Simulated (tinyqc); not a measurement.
Donors on two lattice sites with valley-orbit split states: sweeps and comparisons. A value that a table varies takes the place of the one given here.

Each donor binds at most one electron, in any of its states. For a site s, W_s = sum over its states of g exp(E/kT), and the ionised share is 1/(1 + W_s exp(eta)), eta = (EF - Ec)/kT; n = Nc F_1/2(eta); neutrality n + NA = ND x (mean ionised share, the two sites in equal numbers); holes are neglected. Nc from N = 2 (m kB T/(4 pi c))^(3/2) with c = hbar^2/2m0, in 1/angstrom^3; times 1e24 for 1/cm^3, m = md. F_j(eta) = (1/Gamma(j + 1)) integral_0^infinity x^j dx/(1 + exp(x - eta)), which tends to exp(eta) for eta << 0.

Mobility (Caughey-Thomas form): mu = mu0 + (mu1 (T/300)^(-ga) - mu0)/(1 + ((ND + NA)/Nr)^de); rho = 1/(e n mu), e = 1.602176634e-19 C.

Constants: hbar^2/2m0 = 3.80998211 eV angstrom^2; kB = 8.617333262e-05 eV/K.

Inputs chosen for the exercise (near those of nitrogen in 4H-SiC; the results hold for these values, not for the real material): md = 0.784 m0 (density-of-states mass of the conduction band); E = (60.7, 52.8, 124.3, 82.9) meV (binding energies of h ground, h excited, k ground, k excited); g = (2, 4, 2, 4) (their degeneracies with spin); ND = 1.5e+15 1/cm^3 (donors, half on each site); NA = 8.5e+13 1/cm^3 (compensating acceptors, all ionised); T = 200 K; mu0 = 38 cm^2/(V s) (mobility at heavy doping); mu1 = 985 cm^2/(V s) (mobility at light doping and 300 K); Nr = 2e+17 1/cm^3 (reference doping); de = 0.61 (doping exponent); ga = 2.4 (temperature exponent).

## What the excited states change

The last columns keep only the ground state of each site (g = 2).

Results:
```
T (K)  effective degeneracy, h site     eta  n (1/cm^3)  n, ground states only  ratio
40                             2.40  -16.43    6.20e+10               7.46e+10  0.832
60                             2.87  -11.03    2.52e+13               3.32e+13  0.758
80                             3.27   -9.44    1.90e+14               2.38e+14  0.799
110                            3.74   -8.95    5.01e+14               5.59e+14  0.897
150                            4.17   -8.98    7.72e+14               7.98e+14  0.968
200                            4.53   -8.99    1.19e+15               1.22e+15  0.976
250                            4.77   -9.19    1.35e+15               1.37e+15  0.989
300                            4.95   -9.43    1.39e+15               1.40e+15  0.995
400                            5.18   -9.85    1.41e+15               1.41e+15  0.998
500                            5.33  -10.19    1.41e+15               1.41e+15  0.999
```

The effective degeneracy grows from 2.40 to 5.33. Excited states hold electrons back, so the ratio is never above 1; it is lowest, 0.758, at 60 K of those listed, and 0.995 at 300 K. At low T the excited states empty out, and at high T more donors are ionised (n is 100 % of ND - NA in the last row), so the effect is largest in between.

## Ionisation and resistivity against doping

NA = 0.

Results:
```
ND (1/cm^3)  n (1/cm^3)   n/ND  mu (cm^2/(V s))  rho (ohm cm)  rho at full ionisation
1.0e+14        9.83e+13  0.983             2582          24.6                    24.2
1.0e+15        8.79e+14  0.879             2509          2.83                    2.49
1.0e+16        6.17e+15  0.617             2251         0.450                   0.277
3.0e+16        1.46e+16  0.488             1992         0.214                   0.104
1.0e+17        3.56e+16  0.356             1590         0.110                  0.0393
3.0e+17        7.40e+16  0.247             1164        0.0725                  0.0179
1.0e+18        1.53e+17  0.153              738        0.0553                 0.00846
2.0e+18        2.26e+17  0.113              544        0.0507                 0.00573
```

From 1e16 to 1e18 1/cm^3 rho falls by a factor 8.13, not 100: the mobility takes a factor 3.05 and incomplete ionisation 4.03. n/ND is below 0.9 from 1e+15 1/cm^3 on. Near 1e19 1/cm^3 and above the levels merge with the band, and already below that screening lowers the binding energy, so the last rows understate n.

## Compensation sets the slope of the freeze-out

NA = K ND. The slope energy is -d ln(n T^(-p))/d(1/kT) between 50 and 60 K, with p = 3/4 for K = 0 and p = 3/2 otherwise.

Results:
```
K       n(50 K) (1/cm^3)  n(60 K) (1/cm^3)  slope energy (meV)
0               1.58e+13          5.49e+13               28.57
0.0010          1.51e+13          5.41e+13               25.91
0.010           9.94e+12          4.76e+13               33.40
0.050           2.95e+12          2.74e+13               50.55
0.20            5.12e+11          6.27e+12               57.73
0.50            2.45e+08          1.10e+10               91.35
```

Without acceptors the slope is 28.57 meV, against half the h-site ground-state energy, 30.35; with K = 0.05 it is 50.55 meV, against the full 60.7. The full energy (less a few meV where excited levels lie within a few kT) shows where n is far below NA, since the acceptors then hold EF near the donor level: n(60 K)/NA is 36 for K = 0.001 and 0.37 for K = 0.05; for K = 0.001 the sample is still in or near the uncompensated regime, where p = 3/2 is the wrong power, so that slope means little. At K = 0.5 the acceptors have taken as many electrons as there are h sites, EF sits between the two levels, and the slope is 91.4 meV against their mean of 92.5.

## What moves the carrier density

All results formed anew. Each row changes one parameter from the base and keeps the others.

Results:
```
case                                  eta  n (1/cm^3)  rho (ohm cm)
base                               -8.986   1.186e+15         2.122
E = (65.7, 52.8, 124.3, 82.9) meV  -8.988   1.185e+15         2.126
md = 0.862 m0                      -9.112   1.207e+15         2.087
ND = 3e+15 1/cm^3                  -8.360   2.220e+15         1.162
NA = 2.35e+14 1/cm^3               -9.103   1.055e+15         2.393
T = 230 K                          -9.097   1.310e+15         2.687
Nr = 4e+17 1/cm^3                  -8.986   1.186e+15         2.087
```

The largest shifts from the base row, up to three for each result and ties (the steps differ in size, so this ranks the rows, not the parameters). eta: ND +0.627, md -0.125, NA -0.117; unchanged at the printed digits by Nr. n (1/cm^3): ND +1.03e+15, NA -1.31e+14, T +1.24e+14; unchanged at the printed digits by Nr. rho (ohm cm): ND -0.961, T +0.565, NA +0.270.

(tinyqc, `OMP_NUM_THREADS=1 python tinyqc.py 1681920 1681921 out.jsonl`, Intel(R) Xeon(R) Processor @ 2.30GHz, 1 thread, shared host, about 0.01 s.)
